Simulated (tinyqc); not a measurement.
Pair of shallow donors (hydrogen-like orbitals): sweeps and comparisons. A value that a table varies takes the place of the one given here.

Each donor has the orbital exp(-r/a); energy unit Ha* = q/(eps a), q = e^2/(4 pi eps0), so that a lone donor is bound by Ha*/2; x = R/a. One electron: S = (1 + x + x^2/3) exp(-x), j = 1/x - (1 + 1/x) exp(-2x), k = (1 + x) exp(-x); levels E(+/-) = -1/2 - (j +/- k)/(1 +/- S) in Ha*, without the repulsion of the ions, split by D = |E(-) - E(+)|. In six valleys the overlaps S and k are multiplied by v = [cos(K Rx) + cos(K Ry) + cos(K Rz)]/3, K = k0 (2 pi/a_lat), for isotropic envelopes and the symmetric valley state.

Two electrons, Heitler-London: with S' = (1 - x + x^2/3) exp(x), C = 1/x - exp(-2x)(1/x + 11/8 + 3x/4 + x^2/6), X = (1/5){exp(-2x)(25/8 - 23x/4 - 3x^2 - x^3/3) + (6/x)[S^2 (0.5772157 + ln x) + S'^2 Ei(-4x) - 2 S S' Ei(-2x)]}, Q = C - 2j + 1/x and A = X - 2 S k + S^2/x, the singlet and triplet lie at (Q +/- w A)/(1 +/- w S^2) from two lone donors, with the valley weight w = v^2; the exchange is J = triplet - singlet.

Constants: e^2/(4 pi eps0) = 14.39964547 eV angstrom.

Parameters, chosen for this exercise (near those of two donors in Si; the results hold for these values, not for the real material): a = 16.7 angstrom (orbital radius); eps = 11.1 (dielectric constant); a_lat = 5.431 angstrom (lattice constant); k0 = 0.858 2 pi/a_lat (valley position); sites = ((7.5, 7.5, 0), (8, 8, 0), (8.5, 8.5, 0), (9, 9, 0), (9.5, 9.5, 0), (10, 10, 0), (10.5, 10.5, 0), (11, 11, 0), (11.5, 11.5, 0), (12, 12, 0)) a_lat (positions of the second donor); Ns = (0.042, 0.1, 0.25, 0.63, 1.5, 3.1, 6.3) x 1e18/cm^3 (donor densities); n = (9, 9, 0) a_lat (separation vector).

## Lattice sites along [110]

D and J for each site, and for v = 1.

Results:

| site | R (angstrom) | v | D (meV) | J (micro-eV) | J for v = 1 |
|---|---|---|---|---|---|
| (7.5, 7.5, 0) | 57.6 | -0.279 | 2.79 | 261 | 3.39e+03 |
| (8, 8, 0) | 61.4 | 0.771 | 6.84 | 1.46e+03 | 2.46e+03 |
| (8.5, 8.5, 0) | 65.3 | 0.155 | 1.14 | 42.9 | 1.78e+03 |
| (9, 9, 0) | 69.1 | 0.217 | 1.35 | 59.7 | 1.27e+03 |
| (9.5, 9.5, 0) | 73.0 | 0.722 | 3.86 | 472 | 905 |
| (10, 10, 0) | 76.8 | -0.251 | 1.12 | 40.3 | 640 |
| (10.5, 10.5, 0) | 80.6 | 0.999 | 3.78 | 449 | 450 |
| (11, 11, 0) | 84.5 | -0.283 | 0.889 | 25.3 | 315 |
| (11.5, 11.5, 0) | 88.3 | 0.780 | 2.05 | 134 | 219 |
| (12, 12, 0) | 92.2 | 0.143 | 0.312 | 3.13 | 152 |

Over these sites the envelope alone changes J by a factor 22.3, and the valley factor v^2 by 48.6; J runs from 3.13 at (12, 12, 0) to 1.46e+03 micro-eV at (8, 8, 0). Along [110] only two valleys keep their phase, so v = (1 + 2 cos)/3 can pass through zero. J does not fall steadily with distance.

## From lone donors to an impurity band (impurity band of shallow donors (Hubbard estimate))

Donors on a simple cubic lattice of spacing R = N^(-1/3) (1/angstrom^3 = 1e24/cm^3), Ha* = q/(eps a), q = e^2/(4 pi eps0), x = R/a. Hopping t = Ha* (1 + x) exp(-x), band width B = 12 t, on-site repulsion U = (5/8) Ha*; the gap closes near B/U = 1.15. Valley factors and disorder are left out.

Results:

| N (1e18/cm^3) | R (angstrom) | N^(1/3) a | t (meV) | B (meV) | B/U |
|---|---|---|---|---|---|
| 0.042 | 287.7 | 0.058 | 4.67e-05 | 0.000561 | 1.15e-05 |
| 0.10 | 215.4 | 0.078 | 0.00270 | 0.0323 | 0.000666 |
| 0.25 | 158.7 | 0.105 | 0.0608 | 0.729 | 0.0150 |
| 0.63 | 116.7 | 0.143 | 0.574 | 6.89 | 0.142 |
| 1.5 | 87.4 | 0.191 | 2.59 | 31.1 | 0.640 |
| 3.1 | 68.6 | 0.244 | 6.53 | 78.4 | 1.61 |
| 6.3 | 54.1 | 0.308 | 12.9 | 155 | 3.18 |

B/U passes 1.15 between 1.5 and 3.1 x 1e18/cm^3; the root is x = 4.52, N^(1/3) a = 0.221, N = 2.3 x 1e18/cm^3, below the 3.8 that the empirical rule N^(1/3) a = 0.26 gives; the estimate is rough, since random positions, the overlap of the orbitals and screening are left out. While N grows by 150 times, t grows by 2.76e+05 times.

## What each parameter does

x, D = |E(-) - E(+)| and J. Each row changes one parameter from the base and keeps the others.

Results:

| case | x | D (meV) | J (micro-eV) |
|---|---|---|---|
| base | 4.139 | 1.354 | 59.7 |
| a = 15 angstrom | 4.608 | 1.068 | 33.0 |
| eps = 12.2 | 4.139 | 1.232 | 54.3 |
| k0 = 0.838 2 pi/a_lat | 4.139 | 1.942 | 122 |
| n = (10, 9, 0) a_lat | 4.375 | 0.09001 | 0.263 |

The largest shifts from the base row, up to three for each result and ties (the steps differ in size, so this ranks the rows, not the parameters). x: a +0.469, n +0.236; unchanged at the printed digits by eps and k0. D (meV): n -1.26, k0 +0.588, a -0.286. J (micro-eV): k0 +62.7, n -59.4, a -26.7.

tinyqc: `OMP_NUM_THREADS=1 python tinyqc.py 1281003 1281004 out.jsonl`; about 0.01 s, one thread, shared Intel(R) Xeon(R) Processor @ 2.30GHz.
